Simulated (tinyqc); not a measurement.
Inside a calculation. Model: CMOS inverter, nodal equation and switching.

Numbers from tinyqc (`OMP_NUM_THREADS=1 python tinyqc.py 2340091 2340092 out.jsonl`; about 0.04 s on one thread of a shared Intel Xeon 2.30GHz). Printed values are rounded.

An n-channel pull-down (bn, VTn) and a p-channel pull-up (bp, VTp) share the input Vin and the output node Vout, which carries the load C. Transistor (EKV form, voltages against the body): I = 2 n b Vt^2 [F(vp - Vs) - F(vp - Vd)] from drain to source, F(v) = ln^2(1 + exp(v/(2 Vt))), vp = (Vg - VT + sg |Vd - Vs|)/n. n-channel bodies are at 0; for the p-channel device all voltages are counted down from Vdd. b in uA/V^2 gives I in uA. Static: In = Ip. Transient: C dVout/dt = Ip - In. No velocity saturation, no gate capacitance beyond C.

Inputs (values chosen for the exercise):
- T = 300 K (temperature)
- Vdd = 0.4 V (supply voltage)
- n = 1.17 (slope factor)
- sg = 0.041 (drain-induced barrier lowering)
- VTn = 0.26 V (n-channel threshold)
- VTp = 0.34 V (p-channel threshold (magnitude))
- bn = 420 uA/V^2 (gain factor of the pull-down transistor)
- bp = 420 uA/V^2 (gain factor of the pull-up transistor)
- C = 1.2 fF (load capacitance)
- Vin = 0.2 V (input voltage)
- dt = 10 ps (time step)

Constants: q = 1.602176634e-19 C, kB = 1.380649e-23 J/K, Vt = kB T/q. Results are converted to the units shown.

## Iteration 1: output voltage by Newton steps

Vout at the start = 0.2 V

f = In - Ip at (Vin, Vout); G = df/dVout by a central difference with +/- 1e-6 V; Vout(new) = Vout - f/G, the step limited to +/- 0.1 V.

In = 0.08225380 uA
Ip = 0.007547967 uA
G = 0.105706 uS
Vout after iteration 1 = 0.1 V

## Iteration 2: output voltage by Newton steps

As before.

In = 0.07134213 uA
Ip = 0.008585451 uA
G = 0.169777 uS
Vout after iteration 2 = 0 V

## Course of the iteration: output voltage by Newton steps

Stop when Vout changes by less than 1e-9 V, or after 30 iterations.

Course of the iteration:
```
iteration	Vout (V)	|change| (V)
1	0.1	0.100
2	0	0.100
3	0.004473565	4.47e-3
4	0.004784054	3.10e-4
5	0.004785444	1.39e-6
6	0.004785444	2.77e-11
```

Converged in 6 iterations. At the end the number of correct digits about doubles with each step.

## Transfer curve

Vin, point 0 to 10 (V): 0  0.04  0.08  0.12  0.16  0.2  0.24  0.28  0.32  0.36  0.4

For each Vin solve In = Ip; gain = dVout/dVin.

```
point	Vout (V)	supply current (uA)	gain
0	0.3999915	2.0515e-4	0.000
1	0.3999412	7.5731e-4	-0.003
2	0.3995185	0.0027534	-0.026
3	0.3952146	0.0096971	-0.293
4	0.2000000	0.025799	-23.990
5	0.0047854	0.0096971	-0.293
6	0.0004815	0.0027534	-0.026
7	0.0000588	7.5731e-4	-0.003
8	0.0000085	2.0515e-4	0.000
9	0.0000014	5.5137e-5	0.000
10	0.0000003	1.4758e-5	0.000
```

The switching point Vin = Vout lies at 0.1616 V, with a gain of -23.5. The current peaks at 0.0258 uA among the points, against 2.1e-4 and 1.5e-5 uA of leakage at the ends.

## Switching point and noise margins

VM solves In = Ip with Vin = Vout. VIL and VIH are the inputs at which the gain is -1; NML = VIL - Vout(VIH), NMH = Vout(VIL) - VIH.

VM = 0.16161 V
gain at VM = -23.485
VIL = 0.13643 V
VIH = 0.18357 V
NML = 0.12243 V
NMH = 0.20243 V

VM lies 38 mV below Vdd/2, and the high margin is the larger one. With both transistors saturated the size of the gain tends to 1/sg = 24.4; here it is 3.7 % below that.

## Step 1: one time step of the falling output

Vout at t = 0 = 0.4 V

The input steps to Vdd at t = 0; I = In - Ip. Trapezoidal rule: V(new) = V - (dt/C)[I(V) + I(V(new))]/2, solved for V(new); 1 ps uA/fF = 1 mV.

I(V) = 4.640657 uA
I(V(new)) = 4.556704 uA
Vout after step 1 = 0.3616777 V

## Step 2: one time step of the falling output

As before.

I(V) = 4.556704 uA
I(V(new)) = 4.474955 uA
Vout after step 2 = 0.3240458 V

## Delays and energy

For a step input the delay to Vdd/2 is tHL = C times the integral of dV/(In - Ip) from Vdd/2 to Vdd at Vin = Vdd, and tLH likewise with Ip - In from 0 to Vdd/2 at Vin = 0. Energy drawn for one full cycle of the output: C Vdd^2. Leakage power: Vdd times the mean of the supply currents at Vin = 0 and Vdd.

tHL = 54.34103 ps
tLH = 171.7665 ps
energy = 0.192 fJ
leakage power = 0.04398146 nW

Time steps as above cross Vdd/2 at 54.4 ps by linear interpolation, 0.070 % above tHL. tLH/tHL = 3.16, with bn/bp = 1.00.
